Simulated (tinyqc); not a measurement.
Limits against temperature: thermal and gravitational stress in a wafer during furnace and rapid thermal processing, and the onset of slip. Computed by tinyqc, a small Python program. Command: `OMP_NUM_THREADS=1 python tinyqc.py 3020001 3020002 out.jsonl slip walk`. One thread of a shared host (Intel(R) Xeon(R) Processor @ 2.30GHz), about 0.01 s of CPU time with the checks.

A thin free disc in plane stress, isotropic; T(r) = T_centre + dT (r/R)^n with n = 2. Stress is positive in tension; sigma_SB = 5.670374419e-8 W/(m^2 K^4), g = 9.80665 m/s^2.

Inputs (values chosen for the exercise, modelled on silicon):

| quantity | value | unit |
|---|---|---|
| wafer radius R | 150 | mm |
| thickness t | 775 | micrometre |
| Young's modulus E | 158 | GPa |
| expansion alpha | 4.43 | 1e-6/K |
| prefactor A of the critical stress | 0.00024 | MPa |
| energy U of the critical stress | 1.09 | eV |
| density rho | 2330 | kg/m^3 |
| heat capacity c | 966 | J/(kg K) |
| conductivity k | 25 | W/(m K) |
| wafer spacing s | 6.8 | mm |

Constants: k_B = 8.617333262e-05 eV/K.

Method. Critical resolved stress tau_c = A exp(U/(k_B T)), a form chosen for the exercise; slip when 0.492799 |s_tt(R)| > tau_c; allowed |dT| = tau_c (n + 2)/(0.492799 n alpha E). In a stack heated from the rim, heat flows inward by conduction and by radiation between wafers: k_eff = k + (16/3) sigma_SB T^3 s^2/t (a diffusion estimate with the spacing as path length). A steady ramp gives the parabolic lag dT = rho c (ramp) R^2/(4 k_eff); the allowed ramp uses n = 2.

For the parabolic profile:

| T (K) | tau_c (MPa) | allowed \|dT\| (K) | k_eff (W/(m K)) | allowed ramp (K/min) |
|---|---|---|---|---|
| 1050 | 40.924 | 237.29 | 45.888 | 51.603 |
| 1125 | 18.331 | 106.29 | 50.691 | 25.534 |
| 1200 | 9.078 | 52.64 | 56.180 | 14.015 |
| 1275 | 4.883 | 28.32 | 62.399 | 8.373 |
| 1350 | 2.814 | 16.32 | 69.394 | 5.366 |
| 1425 | 1.719 | 9.97 | 77.212 | 3.647 |
| 1500 | 1.103 | 6.39 | 85.898 | 2.603 |

What does the comparison show, and why?

From 1050 to 1500 K the allowed difference falls 37 times and the allowed ramp 20 times; radiation, which grows as T^3, gives back a factor 1.87. Ramps must slow as the wafer gets hotter.
